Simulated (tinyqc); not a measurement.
Closable height against the size of the gap: wafer bonding and layer transfer: bond energy, gap closing, particles, bonding of dissimilar wafers and hydrogen blisters. Computed by tinyqc, a small Python program. Command: `OMP_NUM_THREADS=1 python tinyqc.py 3024908 3024909 out.jsonl bond walk`. One thread of a shared host (Intel(R) Xeon(R) Processor @ 2.30GHz), about 0.01 s of CPU time with the checks.

gamma is the energy per area of each of the two surfaces; plates are isotropic.

Inputs (values chosen for the exercise, for model wafers):

| quantity | value | unit |
|---|---|---|
| Young's modulus E1 | 164 | GPa |
| Young's modulus E2 | 393 | GPa |
| Poisson ratio nu | 0.25 | - |
| thickness t1 | 725 | micrometre |
| thickness t2 | 625 | micrometre |
| blade thickness t_b | 50 | micrometre |
| crack length L | 22.5 | mm |

Pair: two different wafers.

Method. Two cantilevers opened by t_b: gamma = 3 t_b^2 E1 t1^3 E2 t2^3/(16 L^4 (E1 t1^3 + E2 t2^3)). E' = E1/(1 - nu^2), equal wafers of thickness t1 assumed. A gap of radius R closes if h_g < h_c: h_c = R^2/sqrt((2/3) E' t1^3/gamma) for R > 2 t1 (plate bending), h_c = 3.6 sqrt(R gamma/E') for R < 2 t1 (local deformation).

bond energy gamma = 0.0692191 J/m^2

Gap closing:

| R (mm) | regime | h_c (nm) | slope h_c/R |
|---|---|---|---|
| 1.00e-04 | local | 7.1611e-01 | 0.0071611 |
| 1.00e-03 | local | 2.2645e+00 | 0.0022645 |
| 1.00e-02 | local | 7.1611e+00 | 0.0007161 |
| 1.00e-01 | local | 2.2645e+01 | 0.0002265 |
| 5.00e-01 | local | 5.0637e+01 | 0.0001013 |
| 2.00e+00 | plate | 1.5786e+02 | 0.0000789 |
| 5.00e+00 | plate | 9.8663e+02 | 0.0001973 |
| 2.00e+01 | plate | 1.5786e+04 | 0.0007893 |
| 5.00e+01 | plate | 9.8663e+04 | 0.0019733 |

What follows from these numbers?

Roughness of 100 nm scale may be 0.72 nm in half height, waviness of radius 5 cm as much as 99 micrometre: h_c goes as R^(1/2) when the wafer deforms locally and as R^2 when it bends. The allowed slope is least near R = 2 t1, so defects about 4 t1 wide are the hardest to close; bow matters little.

Extremes, crossings and ranges named in words are read from the listed rows.
